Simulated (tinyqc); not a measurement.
What each parameter does: two-band k.p model of the X valleys of a zinc-blende crystal.

k along the valley axis, counted from X, c = hbar^2/2m0, e = c k^2/ml. H = [[e - D/2, i P k], [-i P k, e + D/2]] with P^2 = D0 c/ml, so E = e -/+ sqrt(D^2/4 + D0 e). For D = 0 (diamond lattice) the bands cross at X.

With x = D/D0: for x < 1 the minima lie at k_m = sqrt(ml D0 (1 - x^2)/(4 c)), the hump at X has the height dE = (D0/4)(1 - x)^2 and the mass at the minimum is ml/(1 - x^2); the mass at X is ml/(1 - 1/x), negative for x < 1. For x > 1 the minimum is at X.

Thermal masses along the axis for one X point, lower band, E from the minimum, on 1601 points from -0.8 to 0.8 1/angstrom: density-of-states mass m_d = c I^2/(pi kT), I = integral of exp(-E/kT) dk; conductivity mass m_c = 2 c kT/<(dE/dk)^2> with central differences.

Constants: hbar^2/2m0 = 3.80998211 eV angstrom^2; kB = 8.617333262e-05 eV/K.

Parameters, chosen for this exercise (of the order of those of cubic SiC; not measured data):
- D = 3.158 eV (splitting of the two conduction levels at X)
- D0 = 1.082 eV (coupling energy)
- ml = 0.404 m0 (mass along the axis from remote bands)
- T = 77 K (temperature)

Shape of the lower band and thermal masses.

Results for these values:
```
case  k_m (1/angstrom)  dE (meV)  m_d (m0)  m_c (m0)
base            0.0000     0.000     0.614     0.614
```

What happens to each result for T = 79.31 K, all else kept?

Answer: k_m does not change at the printed digits; dE does not change at the printed digits; m_d does not change at the printed digits; m_c falls from 0.614 to 0.613.

The same for each parameter in turn:
```
case            k_m (1/angstrom)  dE (meV)  m_d (m0)  m_c (m0)
base                      0.0000     0.000     0.614     0.614
D = 3.2527 eV             0.0000     0.000     0.605     0.604
D0 = 1.1145 eV            0.0000     0.000     0.624     0.623
ml = 0.3919 m0            0.0000     0.000     0.596     0.595
T = 79.31 K               0.0000     0.000     0.614     0.613
```

Computed by tinyqc, a small Python program: `OMP_NUM_THREADS=1 python tinyqc.py 1850851 1850852 out.jsonl` (the numbers bound the seed that draws the inputs); one thread of a shared host (Intel(R) Xeon(R) Processor @ 2.30GHz), about 0.01 s for the whole set of steps.
